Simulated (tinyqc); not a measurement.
Decay of LO phonons and the hot-phonon bottleneck in the cooling of electrons: one step, computed by the program tinyqc.

n(E, T) = 1/(exp(E/(k_B T)) - 1) is the Bose occupation. Electrons have a temperature T_e; the LO modes within their reach share one occupation N; the decay products stay at the lattice temperature.

Task: Lifetime and Raman width. Decay rate 1/tau = (1/tau_0) [1 + 2 n(hbar omega/2)]. Full width Gamma = 1/(2 pi c tau) in 1/cm, c in cm/s.

Inputs (values chosen for the exercise, modelled on indium arsenide): LO energy hbar omega = 30.8 meV; lifetime at T = 0, tau_0 = 10 ps; lattice temperature T = 400 K.

Decay channel: two equal phonons (Klemens).

Constants: k_B = 8.617333262e-05 eV/K; c = 299792458 m/s.

Give: thermal factor tau_0/tau; phonon lifetime tau; Raman width Gamma; equilibrium LO occupation N_0.

Result:

thermal factor tau_0/tau = 4.551

phonon lifetime tau = 2.197 ps

Raman width Gamma = 2.416 1/cm

equilibrium LO occupation N_0 = 0.6926

Stimulated decay shortens the lifetime by 78 %.
